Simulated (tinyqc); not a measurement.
Worked calculation: defect equilibria of an oxide against oxygen pressure (mass action). Computed by tinyqc, a small Python program that keeps every step. Command: `OMP_NUM_THREADS=1 python tinyqc.py 3029087 3029088 out.jsonl brouwer walk`. One thread of a shared host (Intel(R) Xeon(R) Processor @ 2.30GHz), about 0.01 s of CPU time with the checks. Intermediate numbers are printed to about 6 digits and carried at full precision; extremes and crossings named in words are read from the listed rows.

Defects: oxygen vacancies V (charge +2), electrons n, holes p, the ionic partner X = O_i'' (charge -2), and the dopant. Activities are taken equal to concentrations.

Inputs (values chosen for the exercise, for a model oxide):
```
quantity,value,unit
reduction enthalpy H_r,4.53,eV
prefactor K_r0,3.2e+68,cm^-9 atm^(1/2)
gap E_g,2.53,eV
prefactor N_c N_v,1.8e+41,cm^-6
disorder enthalpy H_s,3.17,eV
prefactor K_s0,3.5e+44,cm^-6
dopant density N_d,1.4e+18,cm^-3
temperature T,1000,K
oxygen pressure P,1e-10,atm
electron mobility mu_n,0.2,cm^2/(V s)
hole mobility mu_p,0.059,cm^2/(V s)
vacancy diffusion prefactor D_0,0.23,cm^2/s
vacancy migration energy E_m,1.2,eV
```

Ionic disorder: anion Frenkel. Dopant (singly charged, fully ionised): acceptor.

Constants: k_B = 8.617333262e-05 eV/K; e = 1.602176634e-19 C.

## Equilibrium constants

K_r = K_r0 exp(-H_r/k_B T) = [V] n^2 P^(1/2); K_i = N_c N_v exp(-E_g/k_B T) = n p; K_s = K_s0 exp(-H_s/k_B T) = [X] [V].

K_r = 4.73102e+45 cm^-9 atm^(1/2)

K_i = 3.19620e+28 cm^-6

K_s = 3.69804e+28 cm^-6

## Trial electron densities

Neutrality: 2 [V] + p = n + 2 [X] + N_d. With n as the unknown, [V] = K_r/(n^2 P^(1/2)), p = K_i/n, [X] = K_s/[V]; the log ratio is ln(positive/negative).

Densities (cm^-3):
```
n,[V],p,[X],log ratio
1.00e+14,4.73102e+22,3.19620e+14,7.81657e+05,11.1211
1.00e+15,4.73102e+20,3.19620e+13,7.81657e+07,6.5153
1.00e+16,4.73102e+18,3.19620e+12,7.81657e+09,1.9037
1.00e+17,4.73102e+16,3.19620e+11,7.81657e+11,-2.7633
1.00e+18,4.73102e+14,3.19620e+10,7.81657e+13,-7.8386
```

## Solution at the given pressure

The root is found by 60 bisections in ln n between n = 1e-10 and 1e25 cm^-3.

n = 2.57614e+16 cm^-3

[V] = 7.12880e+17 cm^-3

p = 1.24069e+12 cm^-3

[X] = 5.18746e+10 cm^-3

The largest terms give the Brouwer balance 2 [V] = N_d; the smaller of the two terms is 98 % of the total charge of one sign.

## Conductivities

sigma_n = e n mu_n, sigma_p = e p mu_p, sigma_ion = 2 e [V] mu_V with mu_V = 2 e D/(k_B T) and D = D_0 exp(-E_m/k_B T); only the oxygen vacancies carry ionic current, and the ionic transport number is sigma_ion over the total.

sigma_n = 8.25486e-04 S/cm

sigma_p = 1.17281e-08 S/cm

sigma_ion = 1.09247e-06 S/cm

total conductivity = 8.26590e-04 S/cm

ionic transport number = 0.00132165

The conductor is mainly n-type electronic here.

## Brouwer diagram

The slope is d log n / d log P from this row and the one above; the last column names the largest term on each side. Pressures that give more than 3e21 cm^-3 are left out.

Log10 of the densities in cm^-3:
```
log10 P (atm),n,[V],p,[X],slope of n,balance
-32,20.6582,20.3585,7.8464,8.2095,-,2 [V] = n
-28,19.9899,19.6951,8.5147,8.8729,-0.167070,2 [V] = n
-24,19.3159,19.0433,9.1888,9.5247,-0.168521,2 [V] = n
-20,18.6164,18.4421,9.8882,10.1259,-0.174852,2 [V] = n
-16,17.8295,18.0160,10.6752,10.5519,-0.196747,2 [V] = N_d
-12,16.9029,17.8692,11.6018,10.6988,-0.231648,2 [V] = N_d
-8,15.9137,17.8476,12.5910,10.7203,-0.247302,2 [V] = N_d
-4,14.9148,17.8453,13.5898,10.7226,-0.249714,2 [V] = N_d
0,13.9150,17.8450,14.5897,10.7230,-0.249958,2 [V] = N_d
```

Regimes: 2 [V] = n from log P = -32 to -20, where that balance predicts a slope of -1/6 and the table comes as close as -0.167; 2 [V] = N_d from log P = -16 to 0, where that balance predicts a slope of -1/4 and the table comes as close as -0.250. Rows with n or p near or above sqrt(N_c N_v) are degenerate, and n p = K_i is then only nominal.

## Conductivity against oxygen pressure

The formulas are those given above.

Log10 of the conductivities in S/cm:
```
log10 P (atm),n-type,p-type,ionic,total,ionic transport number
-28,0.49568,-11.5097,-4.11952,0.49569,0.000024
-24,-0.17841,-10.8357,-4.77136,-0.17840,0.000026
-20,-0.87781,-10.1362,-5.37254,-0.87780,0.000032
-16,-1.66480,-9.3493,-5.79857,-1.66477,0.000073
-12,-2.59139,-8.4227,-5.94539,-2.59120,0.000442
-8,-3.58060,-7.4335,-5.96698,-3.57876,0.004091
-4,-4.57945,-6.4346,-5.96927,-4.55632,0.038641
0,-5.57928,-5.4348,-5.96961,-5.13184,0.145289
```

The ionic transport number stays at or below about 0.15: no electrolytic window. The total has no minimum inside this range.

Checks made by the program: the three mass-action laws (relative difference below 1e-10).
